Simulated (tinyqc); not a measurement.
# A particle near a wafer in liquid: double-layer and van der Waals forces (DLVO), deposition barrier and removal, step by step

A worked calculation. Computed by tinyqc, a small Python program that keeps every step. Command: `OMP_NUM_THREADS=1 python tinyqc.py 3114355 3114356 out.jsonl dlvo walk`. One thread of a shared host (Intel(R) Xeon(R) Processor @ 2.30GHz), about 0.01 s of CPU time with the checks. Intermediate numbers are printed to about 6 digits and carried at full precision; extremes and crossings named in words are read from the listed rows.

Sphere and flat wall, Derjaguin approximation, constant potentials in the linear-superposition form, no retardation and no hydration force.

Inputs (values chosen for the exercise, of the order of those for silica on silica in water):
```
quantity                             value   unit
particle radius R                      120     nm
Hamaker constant A                 3.8e-21      J
potential of the particle psi_1        -18     mV
potential of the wafer psi_2           -43     mV
salt concentration c               0.00051  mol/L
valence z of the symmetric salt          1      -
temperature T                          323      K
dielectric constant of the liquid     69.9      -
gap h                                  3.2     nm
contact distance h0                    0.3     nm
contact radius over R                0.061      -
viscosity                             0.95  mPa s
```

Constants: e = 1.602176634e-19 C; N_A = 6.02214076e+23 1/mol; eps_0 = 8.8541878128e-12 F/m; k_B = 1.380649e-23 J/K; k_B = 8.617333262e-05 eV/K.

## Screening

kappa^2 = 2 z^2 e^2 N_A (1000 c)/(eps eps_0 k_B T); gamma_i = tanh(z e psi_i/(4 k_B T)); Z = 64 pi eps eps_0 (k_B T/(z e))^2 gamma_1 gamma_2.

kappa = 0.0755840 1/nm

Debye length = 13.2303 nm

gamma_1 = -0.160279

gamma_2 = -0.368096

Z = 5.68779 pN

kappa R = 9.07008

Like signs: the double layers repel.

## Energy and force at one gap

U(h) = Z R exp(-kappa h) - A R/(6 h); F(h) = -dU/dh = kappa Z R exp(-kappa h) - A R/(6 h^2), positive for repulsion.

double-layer energy = 120.170 k_B T

van der Waals energy = -5.32571 k_B T

U(h) = 114.844 k_B T

F(h) = 33.0835 pN

Caution: for kappa h below 1 linear superposition is only rough, and charge regulation matters.

## The curve

The formulas are those given above.

Against the gap:
```
h (nm)  kappa h  U (k_B T)    F (pN)
0.4     0.03023    105.888  -424.948
0.6     0.04535    117.862  -161.810
1.0     0.07558    124.868   -28.167
1.5     0.11338    125.286    12.281
2.5     0.18896    119.882    30.546
4.0     0.30234    108.859    33.379
7.0     0.52909     87.735    28.842
12.0    0.90701     60.371    20.300
20.0    1.51168     32.902    11.187
40.0    3.02336      7.018     2.462
```

Caution: in rows where h is not small against R, A R/(6 h) overstates the van der Waals term. Caution: in rows with kappa h below 1 linear superposition is only rough.

## Barrier and secondary minimum

F = 0 reads x^2 exp(-x) = y with x = kappa h and y = A kappa/(6 Z); the left side peaks at x = 2 with 4/e^2 = 0.5413, so roots exist for smaller y: x < 2 is the barrier, x > 2 the secondary minimum.

y = 0.00841626

position of the barrier = 1.27360 nm

barrier height = 125.624 k_B T

position of the secondary minimum = 121.989 nm

energy at the secondary minimum = -0.124552 k_B T

A barrier above 15 k_B T practically stops deposition.

## Critical salt concentration

The barrier height is zero when U = 0 and F = 0 together: kappa h = 1 and kappa = 6 Z/(e A), e = 2.718282 here; c follows from kappa^2, with the potentials held fixed.

critical kappa = 3.30382 1/nm

critical concentration = 0.974413 mol/L

## Adding salt

kappa scales as sqrt(c); potentials are held fixed. A dash marks rows without a maximum.

Against the concentration:
```
c (mol/L)  Debye length (nm)  barrier at (nm)  barrier (k_B T)  minimum at (nm)  minimum (k_B T)
9.74e-05             30.2744          1.89439          134.772      3.10686e+02     -4.95085e-02
9.74e-04              9.5736          1.09314          120.947      8.42922e+01     -1.79218e-01
9.74e-03              3.0274          0.64597           97.261      2.20108e+01     -6.67774e-01
4.87e-02              1.3539          0.46020           71.916      8.28836e+00     -1.72029e+00
1.95e-01              0.6766          0.35747           42.563      3.40925e+00     -4.00676e+00
4.87e-01              0.4281          0.31568           19.233      1.81202e+00     -7.18289e+00
8.77e-01              0.3190          0.30307            2.964      1.15894e+00     -1.06568e+01
1.46e+00              0.2473          0.31155          -11.285      7.38129e-01     -1.53538e+01
2.92e+00              0.1748                -                -                -                -
```

At low salt the barrier tends to Z R = 153 k_B T; it is half of that between 0.0097 and 0.049 mol/L and changes sign at 0.97 mol/L, while the secondary minimum deepens to -11 k_B T at 0.9 of that.

## Removing an attached particle

Adhesion F_a = A R/(6 h0^2) [1 + a^2/(R h0)] - kappa Z R exp(-kappa h0), a the contact radius. Drag in a shear flow F_d = 1.7 x 6 pi mu R^2 G, acting at 1.4 R; rolling starts when 1.4 R F_d = a F_a. Wall shear stress = mu G.

van der Waals adhesion = 2101.32 pN

net adhesion F_a = 2050.88 pN

wall shear stress for rolling = 193.656 Pa

shear rate G = 203848 1/s

Checks made by the program: force against a difference of U (relative difference 2e-10).
